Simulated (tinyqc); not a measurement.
Mesh and choice of bands: charge neutrality level from zone-averaged pseudopotential bands.

Empirical pseudopotential on the fcc lattice, atoms at +/- tau, tau = a (1,1,1)/8, no spin-orbit coupling. H(G,G') = c (2 pi/a)^2 |k + G|^2 delta + VS(q) cos(q.tau) + i VA(q) sin(q.tau), q = G - G', c = hbar^2/2m0; k and G in units of 2 pi/a; VS at |q|^2 = 3, 8, 11 and VA at 3, 4, 11, in rydberg, zero elsewhere. At each k the basis holds all G with |k + G|^2 up to 16; energies are counted from the fourth level at Gamma.

Mesh: k = sum_i (n_i + 1/2)/N b_i, n_i = 0 ... N - 1, b = (-1,1,1), (1,-1,1), (1,1,-1); points with the same sorted |kx|, |ky|, |kz| after folding to the shortest k + G are joined, with their count as weight. Neutrality (branch-point) level: E_N = (1/2) mean over k of [E5 + (E3 + E4)/2], E_n the n-th level from below.

Constants: hbar^2/2m0 = 3.80998211 eV angstrom^2; Ry = 13.60569312 eV.

Inputs chosen for the exercise (out of a larger set: classic local form factors of the size used for InAs, without spin-orbit coupling; not measured data):
- a = 6.053 angstrom (lattice constant)
- VS = (-0.223, -0.001, 0.05) Ry (symmetric form factors)
- VA = (0.079, 0.051, 0.031) Ry (antisymmetric form factors)

E_N with E5 alone, and with (E5 + E6)/2 in its place.

Results:

| N | joined points | E_N (eV) | E_N, two conduction bands (eV) |
|---|---|---|---|
| 1 | 1 | 0.4273 | 1.3025 |
| 2 | 2 | 0.6116 | 1.2636 |
| 3 | 6 | 0.7762 | 1.1481 |
| 4 | 10 | 0.7493 | 1.1697 |
| 5 | 19 | 0.7623 | 1.1618 |

How do the results move, and what explains it?

For scale, the lowest gap of this set is 0.39 eV. Against N = 5 the errors are -335, -151, +14 and -13 meV for N = 1 to 4 (N = 1 is the L point alone). Taking the second conduction band in moves E_N by +0.40 eV, more than the mesh error at N = 2: the definition, not the mesh, limits the estimate. Local form factors place the indirect gaps only to a few tenths of an eV, and E_N moves with them.

(tinyqc, `OMP_NUM_THREADS=1 python tinyqc.py 1850487 1850488 out.jsonl`, Intel(R) Xeon(R) Processor @ 2.30GHz, 1 thread, shared host, about 0.08 s.)
